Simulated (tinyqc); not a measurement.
What a faster ramp buys: rapid thermal processing of a wafer: radiative balance, ramp and cooling, pattern effects, pyrometer error and spike budget. Computed by tinyqc, a small Python program. Command: `OMP_NUM_THREADS=1 python tinyqc.py 3110031 3110032 out.jsonl rtp walk`. One thread of a shared host (Intel(R) Xeon(R) Processor @ 2.30GHz), about 0.05 s of CPU time with the checks.

The wafer is opaque and uniform through its thickness unless said otherwise; temperatures in formulas are in kelvin (C + 273.15). sigma = 5.670374419e-12 W/(cm^2 K^4).

Inputs (values chosen for the exercise, modelled on a hot silicon wafer): wafer thickness d = 725 micrometre; heat capacity per volume C = 2.2 J/(cm^3 K); thermal conductivity k = 0.28 W/(cm K); emissivity eps of each face = 0.63; reflectivity of the chamber walls r = 0.81; gas heat-transfer coefficient h, both faces together = 4.8 mW/(cm^2 K); wall temperature T_w = 700 K; process temperature = 820 C; starting temperature = 400 C; ramp rate = 56 K/s; activation energy of the process E_a = 2 eV.

Constants: k_B = 8.617333262e-05 eV/K.

Method:
- Effective emissivity between parallel grey plates: eps_eff = 1/(1/eps + 1/(1 - r) - 1). Loss per area q(T) = 2 eps_eff sigma (T^4 - T_w^4) + h (T - T_w).
- Absorbed power during a ramp = q(T) + C d x ramp rate; thermal time constant tau = C d/(dq/dT), dq/dT = 8 eps_eff sigma T^3 + h; natural cooling rate q/(C d); front-to-back difference under one-sided heating at the end of the ramp = (absorbed power) d/(2 k).
- Cooling with the lamps off: C d dT/dt = -q(T), integrated adaptively (relative tolerance 1e-10).
- Spike anneal: linear ramp to the peak, then lamps off. Equivalent time at the peak = int exp(-(E_a/k_B)(1/T - 1/T_peak)) dt; estimate (k_B T^2/E_a)(1/ramp rate + 1/cooling rate). The ramp part uses 4000 trapezoid steps, the cooling part 4000 steps over 4 tau.

time constant tau = 10.6842 s

holding power q = 4.18973 W/cm^2

natural cooling rate = 26.2679 K/s

Against the ramp rate:
```
ramp (K/s)  ramp part (s)  cooling part (s)  total (s)  power at the peak (W/cm^2)
10                 4.7218            2.1672     6.8890                        5.78
25                 1.8887            2.1672     4.0559                        8.18
50                 0.9444            2.1672     3.1116                       12.16
100                0.4722            2.1672     2.6394                       20.14
250                0.1889            2.1672     2.3561                       44.06
500                0.0944            2.1672     2.2616                       83.94
1000               0.0472            2.1672     2.2144                      163.69
```

What does the comparison show, and why?

From 10 to 100 K/s the total falls by a factor 2.6, from 100 to 1000 K/s by 1.19: the cooling part, 2.17 s, is a floor, and the natural cooling rate here is 26.3 K/s.

Extremes, crossings and ranges named in words are read from the listed rows.
